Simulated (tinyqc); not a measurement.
# Worked calculation: frequency dispersion of an accumulation capacitance by border traps, distributed model

Program tinyqc, `OMP_NUM_THREADS=1 python tinyqc.py 2202051 2202052 out.jsonl`; Intel Xeon 2.30GHz, shared host, one thread, about 0.4 s. Printed values are rounded.

Traps spread evenly through the insulator exchange electrons with the semiconductor by tunnelling, with tau(x) = t0 exp(2 ka x) at depth x from the interface. The admittance per area Y seen at depth x obeys dY/dx = -Y^2/(i w eps0 eox) + q Nb ln(1 + i w tau)/tau, with Y(0) = i w Cs and w = 2 pi f; the gate sees Y(tox) = G + i w C. Working variable y = Y/(i w), in uF/cm^2. Cox = eps0 eox/tox.

Parameters, values chosen for the exercise; permittivity close to that of aluminium oxide: relative permittivity of the insulator eox = 8.1; insulator thickness tox = 4.2 nm; semiconductor capacitance in accumulation Cs = 1.2 uF/cm^2; density of border traps Nb = 1.2e20 cm^-3 eV^-1; decay constant of the wave function in the insulator ka = 3.9 1/nm; time constant of a trap at the interface t0 = 5e-11 s; frequency f = 1000 Hz; depth down to which the steps are taken xe = 2.6 nm.

Constants: q = 1.602176634e-19 C, eps0 = 8.8541878128e-14 F/cm where lengths are in cm. Results are converted to the units shown.

## Scales and lumped estimate

Cox; trap-free value 1/(1/Cox + 1/Cs); response depth d = ln(1/(w t0))/(2 ka), where w tau = 1; lumped estimate: all traps within d act as C_bt = q Nb d placed at d/2, so C = 1/{1/[1/(1/Cs + d/(2 eps0 eox)) + C_bt] + (tox - d/2)/(eps0 eox)}.

Cox = 1.70759 uF/cm^2
trap-free C = 0.704745 uF/cm^2
d = 1.91966 nm
C_bt = 3.69077 uF/cm^2
lumped C = 1.50729 uF/cm^2

The traps within reach amount to 3.08 Cs and lie in the first 45.7 % of the insulator.

## Midpoint steps through the active depth

In terms of y: dy/dx = -y^2/(eps0 eox) + s(x), s = q Nb ln(1 + z)/z, z = i w tau. 11 midpoint steps of h = xe/11: y_half = y + (h/2) y'(x, y), y(new) = y + h y'(x + h/2, y_half).

```
point	x (nm)	s (uF/(cm^2 nm))	y (uF/cm^2)
0	0	1.92261+0.00000i	1.20000+0.00000i
1	0.236364	1.92261+0.00000i	1.58952+0.00000i
2	0.472727	1.92261-0.00001i	1.94011+0.00000i
3	0.709091	1.92261-0.00008i	2.24847-0.00001i
4	0.945455	1.92261-0.00048i	2.51427-0.00005i
5	1.18182	1.92261-0.00304i	2.73948-0.00032i
6	1.41818	1.92236-0.01923i	2.92752-0.00201i
7	1.65455	1.91246-0.12060i	3.08229-0.01261i
8	1.89091	1.62209-0.59405i	3.19493-0.07610i
9	2.12727	0.52361-0.62385i	3.10502-0.22960i
10	2.36364	0.09275-0.20866i	2.86264-0.26518i
11	2.6	0.01493-0.05059i	2.62640-0.24220i
```

## Capacitance and conductance at the gate

y at xe = 2.62640-0.24220i uF/cm^2

Beyond xe the traps are ignored, so 1/y(tox) = 1/y(xe) + (tox - xe)/(eps0 eox); C = Re y, G/w = -Im y, loss tangent G/(w C).

y at the gate = 1.65934-0.09618i uF/cm^2
C = 1.65934 uF/cm^2
G/w = 0.0961828 uF/cm^2
loss tangent = 0.0579645

A fine integration over the whole insulator gives C = 1.6658 and G/w = 0.09939 uF/cm^2; the coarse G/w is 3.2 % below that. The fine C is 2.36 times the trap-free value, and the lumped estimate is 9.5 % below the fine result.
